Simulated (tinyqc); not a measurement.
X-ray reflectivity of a thin film on silicon: critical angles, Parratt recursion, fringes and roughness: one step, computed by the program tinyqc.

n = 1 - delta + i beta; the classical electron radius is r_e = 2.8179403e-6 nm. Layer 0 is vacuum, 1 the film, 2 the substrate.

Task: Reflectivity at one angle. k_j = (2 pi/lambda) sqrt(sin^2 theta - 2 delta_j + 2 i beta_j); r_ij = (k_i - k_j)/(k_i + k_j) x exp(-2 k_i k_j sigma^2) (Nevot-Croce); r = (r_01 + r_12 p)/(1 + r_01 r_12 p), p = exp(2 i k_1 d); R = |r|^2.

Inputs (values chosen for the exercise, modelled on a porous low-k film on silicon, copper K-alpha radiation):
```
quantity                              value     unit
wavelength lambda                   0.15406       nm
film thickness d                       13.4       nm
roughness of the surface sigma_1        0.9       nm
roughness of the interface sigma_2     0.44       nm
grazing angle theta                    1.16  degrees
```

Constants:
```
layer      rho_e (1/nm^3)         delta          beta  critical angle (degrees)  q_c (1/nm)
film             429.8423  4.575525e-06  4.575525e-08                 0.1733238   0.2467490
substrate        711.4015  7.572626e-06  1.741704e-07                 0.2229774   0.3174375
```

Give: k_0, k_1, k_2; 1000 r_01; 1000 r_12; p; reflectivity R; q = 4 pi sin(theta)/lambda.

Result:

k_0, k_1, k_2 (1/nm): 0.8256  0.8164+0.0001i  0.8103+0.0004i

1000 r_01 = 1.894-0.019i

1000 r_12 = 2.917-0.127i

p = -0.9912+0.1117i

reflectivity R = 1.152e-06

q = 4 pi sin(theta)/lambda = 1.651 1/nm
